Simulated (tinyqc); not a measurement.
Deal-Grove kinetics of thermal oxidation of silicon. From oxide thickness x back to initial oxide x_i. Computed by tinyqc, a small Python program. Command: `OMP_NUM_THREADS=1 python tinyqc.py 3019684 3019685 out.jsonl oxide inv`. One thread of a shared host (Intel(R) Xeon(R) Processor @ 2.30GHz), about 0.4 s of CPU time with the checks.

Oxidant diffuses through the oxide and reacts at the interface, so that dx/dt = B/(A + 2x) for the oxide thickness x.

Inputs (values chosen for the exercise, close to those used for silicon):
```
quantity                      value    unit
prefactor B0                    330  um^2/h
activation energy E_B         0.783      eV
prefactor (B/A)0            9.6e+07    um/h
activation energy E_A          2.07      eV
temperature T                   950       C
oxidant pressure p                5     atm
pressure exponent m of B/A        1       -
time t                         0.22       h
```

Ambient: steam. Surface: (100).

Constants: k_B = 8.617333262e-05 eV/K.

Method:
- B = B0 p exp(-E_B/(k_B T)), B/A = (B/A)0 p^m exp(-E_A/(k_B T)), p in atm; A = B/(B/A).
- Temperatures in kelvin are T(C) + 273.15.
- tau = (x_i^2 + A x_i)/B and x = (A/2) [sqrt(1 + 4 B (t + tau)/A^2) - 1], the root of x^2 + A x = B (t + tau).
- Silicon consumed is 0.44 times the oxide grown; the rate is B/(A + 2x).

Problem. A run gave the result below. Find the initial oxide x_i, known to lie between 0.013 and 0.035 um.

oxide thickness x = 0.2477306 um

Solution.

Each step takes the trial c = (a f_b - b f_a)/(f_b - f_a), f being the result less the target and a, b, c the logarithms of the listed values; c replaces end b, the old b replaces a if the sign of f changed, and otherwise f_a is halved.

Scan of the range:
```
initial oxide x_i (um)  oxide thickness x (um)
0.0130                                0.241253
0.0153                                0.242660
0.0181                                0.244382
0.0213                                0.246359
0.0252                                0.248783
0.0297                                0.251600
0.0350                                0.254943
```

False position (Illinois rule, in the logarithm of the input) inside the bracket:
```
step      end a      end b      trial  oxide thickness x (um)
1     0.0213000  0.0252000  0.0234261                0.247678
2     0.0252000  0.0234261  0.0235070                0.247729
3     0.0252000  0.0235070  0.0235128                0.247732
4     0.0235070  0.0235128  0.0235100                0.247731
```

Oxide thickness x rises at every point of a 13-point scan of the range (every second point is shown), so one value fits; it is bracketed by 0.0213 and 0.0252. Answer: initial oxide x_i = 0.02351 um.
